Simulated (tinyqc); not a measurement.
Inside a calculation. Model: Landau-Devonshire theory of a uniaxial ferroelectric. Computed by tinyqc, a small Python program that keeps every step. Command: `OMP_NUM_THREADS=1 python tinyqc.py 3024831 3024832 out.jsonl ferro walk`. One thread of a shared host (Intel(R) Xeon(R) Processor @ 2.30GHz), about 0.01 s of CPU time with the checks. Intermediate numbers are printed to about 6 digits and carried at full precision; extremes and crossings named in words are read from the listed rows.

G(P) = (alpha/2) P^2 + (beta*/4) P^4 + (gamma/6) P^6 - E P per volume, SI units, one domain, P along the polar axis.

Inputs (values chosen for the exercise, modelled on lead titanate):

| quantity | value | unit |
|---|---|---|
| alpha_0 | 740000 | J m/(C^2 K) |
| Curie-Weiss temperature T0 | 752 | K |
| beta | -3.04e+08 | J m^5/C^4 |
| gamma | 1.63e+09 | J m^9/C^6 |
| temperature T | 422 | K |
| applied field E | 3.2 | MV/m |
| film thickness d | 8.6 | nm |
| screening length lambda | 0.0092 | nm |
| background permittivity eps_b | 10 | - |
| gradient coefficient g | 6.7e-10 | J m^3/C^2 |
| series capacitance C_d | 3.3 | microfarad/cm^2 |
| start of Newton steps P0/Ps | 2 | - |

Sample: free crystal.

Constants: eps_0 = 8.8541878128e-12 F/m.

## Coefficients at T

alpha = alpha_0 (T - T0*), T0* = T0, beta* = beta.

T0* = 752 K

alpha = -2.44200e+08 J m/C^2

beta* = -3.04e+08 J m^5/C^4

beta* < 0: the transition is of first order.

## Spontaneous polarisation, susceptibility, coercive field

Ps^2 = [-beta* + sqrt(beta*^2 - 4 alpha gamma)]/(2 gamma). chi = 1/(eps_0 G''), G'' = alpha + 3 beta* P^2 + 5 gamma P^4 at Ps. Ps, chi and the coercive field are for perfect screening, without a depolarising field. The intrinsic coercive field is |alpha P + beta* P^3 + gamma P^5| at the P_c where G'' = 0. 1 C/m^2 = 100 microcoulomb/cm^2.

spontaneous polarisation Ps = 70.0990 microcoulomb/cm^2

susceptibility chi = 88.5420

well depth G(Ps) = -46.1159 MJ/m^3

P_c = 48.7717 microcoulomb/cm^2

intrinsic coercive field = 109.387 MV/m

P_c/Ps = 0.696, above the 0.577 of a quartic well, as the sixth-order term matters. Real switching runs by domain nucleation at far lower fields.

## Temperatures of the first-order transition

T_C = T0* + 3 beta*^2/(16 alpha_0 gamma); the polar phase survives up to T1 = T0* + beta*^2/(4 alpha_0 gamma); at T_C Ps^2 = -3 beta*/(4 gamma); latent heat = (1/2) alpha_0 T_C Ps^2.

transition temperature T_C = 766.366 K

superheating limit T1 = 771.154 K

jump of Ps = 37.4002 microcoulomb/cm^2

latent heat = 39.6630 MJ/m^3

Thermal hysteresis can span at most T1 - T0* = 19.2 K.

## Polarisation in the field by Newton steps

Solve G'(P) = alpha P + beta* P^3 + gamma P^5 - E = 0 by P(new) = P - G'/G'' from P0; stop when the step is below 1e-11 C/m^2 (G' under 1e-6 MV/m is shown as 0).

Newton steps:

| step | P (microcoulomb/cm^2) | G' (MV/m) | G'' (MJ m/C^2) |
|---|---|---|---|
| 1 | 140.198 | 7.64541e+03 | 29449.8 |
| 2 | 114.237 | 2.43583e+03 | 12445.5 |
| 3 | 94.665 | 7.46927e+02 | 5483.7 |
| 4 | 81.044 | 2.06967e+02 | 2672.8 |
| 5 | 73.301 | 4.29988e+01 | 1618.6 |
| 6 | 70.644 | 3.90313e+00 | 1330.5 |
| 7 | 70.351 | 4.37134e-02 | 1300.8 |
| 8 | 70.347 | 5.68461e-06 | 1300.4 |
| 9 | 70.347 | 0 | 1300.4 |

P at the end of the steps = 70.3474 microcoulomb/cm^2

1/(eps_0 G'') there = 86.8490

The linear estimate Ps + eps_0 chi E gives 70.350; the field lowers chi by 1.9 %.

## The 180-degree wall

With the term (g/2) (dP/dx)^2, (g/2) P'^2 = G(P) - G(Ps) across the wall: energy = int_(-Ps)^(Ps) sqrt(2 g [G(P) - G(Ps)]) dP (40 Gauss-Legendre points); width = 2 Ps over the slope at P = 0, sqrt(2 |G(Ps)|/g). Elastic coupling inside the wall is left out.

wall energy = 247.553 mJ/m^2

wall width = 3.77867 nm

## A capacitor with imperfect screening

Between shorted electrodes with screening length lambda each, the depolarising field is -k P, k = 2 lambda/(eps_0 (d + 2 lambda eps_b)), so alpha turns into alpha + k. The polar state is the lowest uniform state while alpha + k < 0 (beta* > 0) or < 3 beta*^2/(16 gamma) (beta* < 0); setting the equality gives the critical thickness d_c.

depolarising coefficient k = 2.36579e+08 J m/C^2

polarisation of the film = 45.7039 microcoulomb/cm^2

size of the depolarising field = 108.126 MV/m

critical thickness d_c = 7.97088 nm

The film keeps 65 % of Ps.

## Thickness series

Domains are left out, though they can pre-empt both the loss of P and the state at P = 0. The second and third columns are for the shorted capacitor, polar only where it is the lowest uniform state: alpha + k < 0 (beta* > 0) or < 3 beta*^2/(16 gamma) (beta* < 0). The last column is another circuit, the film in series with C_d at P = 0: 1/C = (alpha d)/(1 + alpha eps_0 eps_b) + 1/C_d, and P = 0 is locally stable while 1/C > 0; a dash marks the rest.

Against thickness:

| d (nm) | P (microcoulomb/cm^2) | depolarising field (MV/m) | C of the stack / C_d |
|---|---|---|---|
| 1 | 0.0000 | 0.0000 | 1.00831 |
| 2 | 0.0000 | 0.0000 | 1.01675 |
| 3 | 0.0000 | 0.0000 | 1.02534 |
| 5 | 0.0000 | 0.0000 | 1.04295 |
| 8 | 38.1450 | 96.8592 | 1.07054 |
| 15 | 60.5215 | 82.8309 | 1.14097 |
| 30 | 65.8969 | 45.3688 | 1.32820 |
| 60 | 68.1050 | 23.5162 | 1.97707 |
| 150 | 69.3238 | 9.5924 | - |

The polar state appears between 5 and 8 nm (d_c = 7.97 nm), and at 150 nm P is 98.9 % of Ps. The stack exceeds C_d wherever it is stable, up to 1.98 times: the ferroelectric held at P = 0 acts as a negative capacitance.

Checks made by the program: Ps against a numerical root of G'(P)/P (relative difference below 1e-10).
